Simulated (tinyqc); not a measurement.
Inside a calculation: donor near an oxide interface in a gate field (two-state model). Values are carried at full precision from step to step, so a last printed digit may differ when a step is redone from the rounded ones.

Interface at z = 0 (hard wall), donor at z = d, field F pulling electrons to the interface: potential e F z; 1 kV/cm = 1e-5 eV/angstrom, c = hbar^2/2m0, q = e^2/(4 pi eps0), Q = (eps - eo)/(eps + eo). Donor state: E_D = e F d - ED - q Q/(4 eps d), the last term joining the images of ion and electron. Interface state: z exp(-b z/2) exp(-rho^2/(2 L^2)) with E_z = c b^2/(4 mz) + 3 e F/b + q Q b/(8 eps), minimised over b; in the plane at z = 3/b the ion (distance D = d - 3/b) and its image (D' = d + 3/b) give E_rho = c/(mt L^2) - (q/eps)(sqrt(pi)/L)[erfcx(D/L) + Q erfcx(D'/L)], erfcx(x) = exp(x^2) erfc(x), minimised over L. E_I = E_z + E_rho.

Constants: hbar^2/2m0 = 3.80998211 eV angstrom^2; e^2/(4 pi eps0) = 14.39964547 eV angstrom.

Parameters, chosen for this exercise (near those of a donor in Si below SiO2, static dielectric constants; not measured data):
- d = 160 angstrom (depth of the donor)
- ED = 45.3 meV (bulk binding energy)
- mz = 0.924 m0 (mass across the interface)
- mt = 0.195 m0 (mass in the plane)
- eps = 11.2 (dielectric constant of the semiconductor)
- eo = 3.9 (dielectric constant of the oxide)
- F = 36.5 kV/cm (field in the semiconductor)
- aD = 20.9 angstrom (donor radius)
- v = 0.58 (valley factor)

## The interface state across the interface

Solve c b/(2 mz) - 3 e F/b^2 + q Q/(8 eps) = 0; give Q, b, the three terms of E_z and <z> = 3/b.

Q = 0.4834
b = 0.07017 1/angstrom

kinetic, field and image terms (meV): [5.08, 15.60, 5.45]

<z> = 42.8 angstrom

The image pushes the electron away from the oxide; without it <z> would be 37.0 angstrom.

## Binding in the plane

Give D, D', the best L, both terms and E_rho.

D, D' (angstrom): [117.2, 202.8]

L = 108.0 angstrom

kinetic and Coulomb terms (meV): [1.68, -11.30]

E_rho = -9.62 meV

The bottom of the well lies at -14.0 meV, so the level is 31 % of the way up; L/D = 0.92. Above the critical field the ionised donor would thus still hold its electron as a dot at the interface.

## Where the electron sits

The two states couple by t = t0 exp(-D/aD) with t0 = q/(eps aD) (2 aD/L) sqrt(aD b/2) v, v a valley factor; this form is an estimate. With detuning u = E_D - E_I the splitting is sqrt(u^2 + 4 t^2) and the lower state has weight (1 - u/sqrt(u^2 + 4 t^2))/2 on the donor.

Give E_D, E_I, t, the splitting and the donor weight.

E_D, E_I (meV): [12.13, 16.51]

t = 0.0433 meV
splitting = 4.38 meV
donor weight = 1.000

The electron is on the donor; the contact hyperfine coupling scales with the donor weight. With this t, the tunnelling time pi hbar/(2t) at a crossing would be 23.9 ps (hbar = 6.58212e-16 eV s); here the detuning is 101 t.

## Critical field

Find F at which E_D = E_I; compare the rule e F d = ED. The crossing width is 4t/(e D), with t and D formed anew at that field.

critical field = 40.3 kV/cm
ED/(e d) = 28.3 kV/cm
width = 0.14 kV/cm

The confinement energy E_z = 27.7 meV raises the field needed and the attraction E_rho = -9.6 meV lowers it; the result is 1.42 times the simple rule.

## Checks

- E_z without images against 1.5 x 6^(2/3)/2 (c (e F)^2/mz)^(1/3), meV: both 20.28.
- E_rho from the radial equation in the full Coulomb well against the Gaussian trial function, meV: -9.7 against -9.6.

Program tinyqc; command `OMP_NUM_THREADS=1 python tinyqc.py 1280749 1280750 out.jsonl`; about 0.1 s on one thread of a shared Intel(R) Xeon(R) Processor @ 2.30GHz.
